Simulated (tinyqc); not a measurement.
# Piezoresistors in the (001) plane of a cubic crystal, step by step

Numbers from tinyqc (`OMP_NUM_THREADS=1 python tinyqc.py 2530091 2530092 out.jsonl`; about 0.01 s on one thread of a shared Intel Xeon 2.30GHz). Printed values are rounded.

Plane stress in crystal axes x = [100], y = [010]. First-order piezoresistance: d rho_xx/rho = p11 sxx + p12 syy, d rho_yy/rho = p12 sxx + p11 syy, d rho_xy/rho = p44 sxy; a resistor along d = (cos th, sin th) changes by dR/R = d.(d rho/rho).d. Changes of geometry and second-order terms are left out.

Inputs (values chosen for the exercise); coefficients close to those of lightly doped n-type silicon:
```
symbol,value,unit,meaning
p11,-101,x 1e-11/Pa,piezoresistive coefficient
p12,51.8,x 1e-11/Pa,piezoresistive coefficient
p44,-14.2,x 1e-11/Pa,piezoresistive coefficient
th,15,deg,angle of the current from [100]
Sx,-60,MPa,stress sxx
Sy,136,MPa,stress syy
St,-66,MPa,shear stress sxy
Vb,1.8,V,bridge supply
E,160,GPa,Young's modulus along [110]
```

## Change of the resistivity tensor

As in the introduction.

d rho/rho (%):
```
         x         y
x  13.1048    0.9372
y   0.9372  -16.8440
```

## Resistors at th and th + 90 degrees, and the bridge

dR/R = d.(d rho/rho).d. A full bridge with two resistors of each kind in opposite arms gives Vout = Vb (a - b)/(2 + a + b), a and b the two dR/R.

dR/R at th = 11.5672 %
dR/R at th + 90 = -15.3064 %
Vout = 246.471 mV

## Longitudinal and transverse coefficients

For uniaxial stress along or across the current: pL = p11 - (A/2) sin^2(2 th), pT = p12 + (A/2) sin^2(2 th), A = p11 - p12 - p44. Gauge factor along [110]: E (p11 + p12 + p44)/2.

A = -138.6 x 1e-11/Pa
pL = -83.6750 x 1e-11/Pa
pT = 34.4750 x 1e-11/Pa
gauge factor = -50.72
